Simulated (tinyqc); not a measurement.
Cap thickness from the capacitance plateau.

Question. With only the buried channel on, 1/C = 1/Cox + (tc + zc)/(eps0 eps_r), Cox = eps0 eox/tox. Find tc and the oxide-equivalent thickness 3.9 eps0/C.

Parameters, values chosen for the exercise; band and dielectric values close to those of silicon:
```
symbol,value,unit,meaning
eps_r,11.8,,relative permittivity
eox,3.9,,relative permittivity of the gate insulator (close to silicon dioxide)
tox,3,nm,insulator thickness
zc,0.8,nm,depth of the hole centroid below the top of the SiGe
```

Constants: eps0 = 8.8541878128e-14 F/cm where lengths are in cm. Results are converted to the units shown.

plateau of C/Cox with only the buried channel on = 0.72749692

Solution. The cap and the centroid act as a second capacitor in series with the insulator.

tc = 2.600 nm
equivalent thickness = 4.124 nm

Numbers from tinyqc (`OMP_NUM_THREADS=1 python tinyqc.py 2042042 2042043 out.jsonl`; about 0.02 s on one thread of a shared Intel Xeon 2.30GHz).
